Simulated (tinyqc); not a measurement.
## Transfer length from front and end resistance

Problem. A contact of length d and width W has Rc = (Rsh Lt/W) coth(d/Lt) and Re = (Rsh Lt/W)/sinh(d/Lt), with Rsh the sheet resistance under the metal and Lt = sqrt(rc/Rsh). Find Lt, Rsh and rc.

Inputs (values chosen for the exercise): contact length d = 3.9 um; contact width W = 24 um.

Rc = 32.136485 ohm
Re = 16.397096 ohm

Solution. Rc/Re = cosh(d/Lt) gives Lt, and Re then gives Rsh.

Lt = 3.02 um
Rsh = 220 ohm/sq
rc = 2.00e-5 ohm cm^2

Numbers from tinyqc (`OMP_NUM_THREADS=1 python tinyqc.py 2760130 2760131 out.jsonl`; about 0.01 s on one thread of a shared Intel Xeon 2.30GHz).
